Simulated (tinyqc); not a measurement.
# On-chip interconnect, size-dependent resistivity and RC delay, step by step

Numbers from tinyqc (`OMP_NUM_THREADS=1 python tinyqc.py 2100022 2100023 out.jsonl`; about 0.01 s on one thread of a shared Intel Xeon 2.30GHz). Printed values are rounded.

A rectangular line between two neighbours and two ground planes. Surface and grain-boundary scattering are added to the bulk resistivity as corrections; capacitances are parallel-plate values without fringing; inductance is ignored.

Parameters, values chosen for the exercise; metal values close to those of copper: bulk resistivity rho0 = 1.68 uohm cm; bulk mean free path lam = 38.7 nm; specular share of surface scattering ps = 0; reflection coefficient of grain boundaries Rg = 0.44; grain size over the metal width gr = 0.7; drawn line width wd = 8.9 nm; aspect ratio, height over width AR = 2.5; liner on both walls and the bottom, not conducting tl = 1.1 nm; space to the neighbouring lines sp = 13 nm; dielectric height to the planes above and below hd = 16 nm; relative permittivity of the dielectric ek = 2.5; Miller factor of the neighbours Mf = 1; line length Lw = 15 um; driver resistance Rd = 1600 ohm; load capacitance Cl = 0.54 fF; time step dt = 11 ps.

Constants: eps0 = 8.8541878128e-12 F/m. Results are converted to the units shown.

Range of the model: The metal width is under the mean free path, where the thick-limit surface term and the simple sum of corrections lose accuracy.

## Resistivity, resistance and capacitance per length

Metal width x = wd - 2 tl, height y = AR wd - tl; grain boundaries (Mayadas-Shatzkes): al = (lam/(gr x)) Rg/(1 - Rg), g = 1/[1 - 3 al/2 + 3 al^2 - 3 al^3 ln(1 + 1/al)] - 1; surfaces (Fuchs-Sondheimer, thick limit): s = (3/8) lam (1 - ps)(1/x + 1/y); rho = rho0 (1 + g + s); r = rho/(x y); c = eps0 ek (2 wd/hd + 2 Mf AR wd/sp).

x = 6.7 nm
y = 21.15 nm
al = 6.48340
g = 8.70620
s = 2.85221
rho = 21.0981 uohm cm
r = 1488.88 ohm/um
c = 0.100397 fF/um

rho is 12.6 times the bulk value; grain boundaries add more (8.71 against 2.85). The liner takes 28.4 % of the cross-section.

## Ladder and Elmore delays

6 equal pi sections: series Rs = r Lw/6; node capacitances c Lw/6, halved at nodes 0 and 6, with Cl added to node 6; Rd feeds node 0. Elmore delay of node k: the sum, over the resistors on the path to k, of resistance times all capacitance downstream of it.

Rs = 3722.19 ohm

```
node,C (fF),Elmore delay (ps)
0,0.125496,3.27353
1,0.250993,10.4219
2,0.250993,16.6359
3,0.250993,21.9158
4,0.250993,26.2614
5,0.250993,29.6727
6,0.665496,32.1498
```

The far-end value equals Rd (c Lw + Cl) + r Lw (c Lw/2 + Cl) for any number of pi sections; the line resistance contributes 89.8 % of it.

## Step 1: node voltages after a time step

```
node,v at t = 0 (V)
0,0
1,0
2,0
3,0
4,0
5,0
6,0
```

A 1 V step is applied behind Rd at t = 0. C dv/dt = -G v + b, with G the conductance matrix of the ladder (1/Rs between neighbours, 1/Rd added at node 0) and b = (1 V/Rd, 0, ...). Trapezoidal step: (C/dt + G/2) v(new) = (C/dt - G/2) v + b.

```
node,v at t = 1 dt (V)
0,1.69391
1,1.12571
2,0.74873
3,0.49893
4,0.33387
5,0.22553
6,0.15550
```

Node 0 overshoots the 1 V source: the trapezoidal rule rings on modes much faster than dt.

## Step 2: node voltages after a time step

As before.

```
node,v at t = 2 dt (V)
0,0.272925
1,0.643297
2,0.740507
3,0.709140
4,0.628732
5,0.541696
6,0.470057
```

## Course in time

A 1 V step is applied behind Rd at t = 0. C dv/dt = -G v + b, with G the conductance matrix of the ladder (1/Rs between neighbours, 1/Rd added at node 0) and b = (1 V/Rd, 0, ...). Trapezoidal step: (C/dt + G/2) v(new) = (C/dt - G/2) v + b. The last column solves the same ladder exactly by its modes.

Voltages (V):
```
t (ps),node 0,node 3,node 6,"node 6, exact"
11.00,1.694,0.4989,0.1555,0.2015
22.00,0.273,0.7091,0.4701,0.4632
33.00,1.595,0.7206,0.6559,0.6412
44.00,0.400,0.8962,0.7569,0.7602
55.00,1.529,0.8649,0.8503,0.8397
66.00,0.483,0.9601,0.8925,0.8929
77.00,1.472,0.9373,0.9333,0.9284
88.00,0.546,0.9836,0.9533,0.9521
99.00,1.423,0.9722,0.9698,0.9680
110.0,0.596,0.9920,0.9800,0.9786
121.0,1.379,0.9890,0.9861,0.9857
132.0,0.639,0.9948,0.9916,0.9905
```

The far end of the ladder reaches 0.5 V at 23.94 ps, 0.745 of its Elmore delay (ln 2 = 0.693 for a single pole); the slowest mode has a time constant of 27.30 ps. The largest error of the trapezoidal steps at that node is 46 mV. Node 0 swings up and down from step to step: the trapezoidal rule does not damp modes much faster than dt, so these swings are numerical.
